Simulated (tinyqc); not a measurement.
Coherent transport through a tight-binding region between two chains, step by step. Computed by tinyqc, a small Python program that keeps every step. Settings: temperature = 4, mu = -0.06. Command: `OMP_NUM_THREADS=1 python tinyqc.py 31745 31746 out.jsonl` (the two numbers bound the seeds that draw the settings). One thread of a shared host (Intel(R) Xeon(R) Processor @ 2.60GHz), about 0.07 s of CPU time with the checks.

## Transmission at E = 0.58 eV

H of the central region (eV):
```
[[0.060000, -1.970000],
 [-1.970000, 0.130000]]
```

Leads: semi-infinite chains with site energy 0:
```
parameter                           value
lead hopping t (eV)              1.940000
coupling to the left lead (eV)   0.760000
coupling to the right lead (eV)  1.120000
left contact site                       1
right contact site                      2
```

E = 0.580000 eV

Surface Green function g = (E - i sqrt(4 t^2 - E^2)) / (2 t^2); self-energy tc^2 g on each contact site; G = (E - H - Sigma)^(-1); Gamma = -2 Im Sigma; T = Gamma_L Gamma_R |G_LR|^2; local density of states -Im G_ii / pi.

g = 0.077054-0.509672i 1/eV

G (1/eV):
```
[[-0.072640-0.171483i, 0.499522+0.052245i],
 [0.499522+0.052245i, -0.112761-0.087256i]]
```

local density of states (1/eV): [0.054585, 0.027775]

transmission = 0.189906

## Transmission across the band

The same steps on a grid of energies.

T(E):
```
E (eV)              T
-3.68600000  0.005532
-3.31740000  0.028394
-2.94880000  0.095137
-2.58020000  0.312050
-2.21160000  0.783061
-1.84300000  0.707695
-1.47440000  0.428294
-1.10580000  0.289819
-0.73720000  0.224531
-0.36860000  0.193135
0.00000000   0.180735
0.36860000   0.182463
0.73720000   0.199094
1.10580000   0.237807
1.47440000   0.319168
1.84300000   0.496401
2.21160000   0.792443
2.58020000   0.562921
2.94880000   0.169315
3.31740000   0.045090
3.68600000   0.008066
```

levels of the isolated region (eV): [-1.875311, 2.065311]

## Current

I = (2e/h) int T(E) [f(E - mu - V/2) - f(E - mu + V/2)] dE at 4 K with mu = -0.06 eV, the bias not changing H; 2e^2/h = 77.48092 microsiemens; the integral runs over the band on 4001 points.

Current:
```
V (volt)  I (microampere)
0.010000         0.139258
0.050000         0.701889
0.100000         1.405087
0.200000         2.817502
0.400000         5.656787
0.800000        11.443188
```
